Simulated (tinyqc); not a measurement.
From results back to parameters: thin (001) film in sp3s* tight binding with raised dangling bonds. Four cases, with inputs chosen for the exercise.

Problem. The gap of a passivated film (lowest level above mid-gap less highest below, mid-gap being half the lower bulk edge) belongs to a hidden number of planes between 6 and 45.

Planes alternate anion (a), cation (c) along [001], a/4 apart, starting with an anion; zero in-plane momentum; levels counted from the bulk Ev, the lower root of [[Epa, Vxx], [Vxx, Epc]]; no spin-orbit coupling. Block of s, pz, s*: from an anion to the cation above, Vss/2 (s,s), Vsapc/2 (s,z), -Vscpa/2 (z,s), Vxx/2 (z,z), Vxapc/2 (s*,z), -Vpaxc/2 (z,s*); to the cation below the same with the s-z and s*-z signs reversed. Block of u = (px + py)/sqrt2 and v = (px - py)/sqrt2: to the cation above (Vxx + Vxy)/2 for u and (Vxx - Vxy)/2 for v, to the cation below the reverse. Each surface atom has two dangling sp3 hybrids; raising both by dl adds (dl/2) [[1, t], [t, 1]] to its s, pz levels (t = -1 at the bottom face, +1 at the top) and dl to the one of u, v in whose plane the missing bonds lie (v for a bottom anion or a top cation, u for a top anion).

Find: N; thickness N a/4.

Case 1.

Values chosen (out of a larger set: near a published set for SiC, fitted to gaps, whose masses and valley positions are rough; not measured data): p = (-8.43, 2.117, -4.849, 4.363, 9.712, 9.3, -12.379, 3.033, 5.854, 9.538, 9.209, 8.781, 4.355) eV (order Esa, Epa, Esc, Epc, Exa, Exc, Vss, Vxx, Vxy, Vsapc, Vscpa, Vxapc, Vpaxc); dp = 30 eV (value of dl for the passivated films); a = 4.36 angstrom (lattice constant).

edges (eV): Gamma 5.8625, Delta 2.3375

gap of the film = 2.4321 eV

Solution.

N = 22
thickness N a/4 = 23.98 angstrom

Computing the films in turn gives 2.4446, 2.4321 and 2.4278 eV for N = 21, 22 and 23; no other N in the range comes within 1 meV.

Case 2.

Values chosen (out of a larger set: near a published set for Si, fitted to gaps, whose masses and valley positions are rough; not measured data): p = (-4.182, 1.72, -4.182, 1.72, 6.648, 6.648, -8.259, 1.712, 4.54, 5.684, 5.684, 5.4, 5.4) eV (order Esa, Epa, Esc, Epc, Exa, Exc, Vss, Vxx, Vxy, Vsapc, Vscpa, Vxapc, Vpaxc); dp = 30 eV (value of dl for the passivated films); a = 5.431 angstrom (lattice constant).

edges (eV): Gamma 3.4240, Delta 1.1153

gap of the film = 1.2644 eV

Solution.

N = 20
thickness N a/4 = 27.16 angstrom

Computing the films in turn gives 1.2879, 1.2644 and 1.2616 eV for N = 19, 20 and 21; no other N in the range comes within 1 meV.

Case 3.

Values chosen (out of a larger set: near a published set for Si, fitted to gaps, whose masses and valley positions are rough; not measured data): p = (-4.196, 1.711, -4.196, 1.711, 6.675, 6.675, -8.291, 1.714, 4.577, 5.742, 5.742, 5.358, 5.358) eV (order Esa, Epa, Esc, Epc, Exa, Exc, Vss, Vxx, Vxy, Vsapc, Vscpa, Vxapc, Vpaxc); dp = 30 eV (value of dl for the passivated films); a = 5.432 angstrom (lattice constant).

edges (eV): Gamma 3.4280, Delta 1.1891

gap of the film = 1.2839 eV

Solution.

N = 26
thickness N a/4 = 35.31 angstrom

Computing the films in turn gives 1.2948, 1.2839 and 1.2814 eV for N = 25, 26 and 27; no other N in the range comes within 1 meV.

Case 4.

Values chosen (out of a larger set: near a published set for Si, fitted to gaps, whose masses and valley positions are rough; not measured data): p = (-4.207, 1.722, -4.207, 1.722, 6.662, 6.662, -8.316, 1.709, 4.588, 5.728, 5.728, 5.371, 5.371) eV (order Esa, Epa, Esc, Epc, Exa, Exc, Vss, Vxx, Vxy, Vsapc, Vscpa, Vxapc, Vpaxc); dp = 30 eV (value of dl for the passivated films); a = 5.426 angstrom (lattice constant).

edges (eV): Gamma 3.4180, Delta 1.1521

gap of the film = 1.6364 eV

Solution.

N = 10
thickness N a/4 = 13.56 angstrom

Computing the films in turn gives 1.7623, 1.6364 and 1.5926 eV for N = 9, 10 and 11; no other N in the range comes within 1 meV.

Computed by tinyqc, one run a case: `OMP_NUM_THREADS=1 python tinyqc.py N N+1 out.jsonl` with N = 1450925, 1450949, 1450974, 1451052; one thread of a shared Intel(R) Xeon(R) Processor @ 2.30GHz, about 0.4 s a run at most.
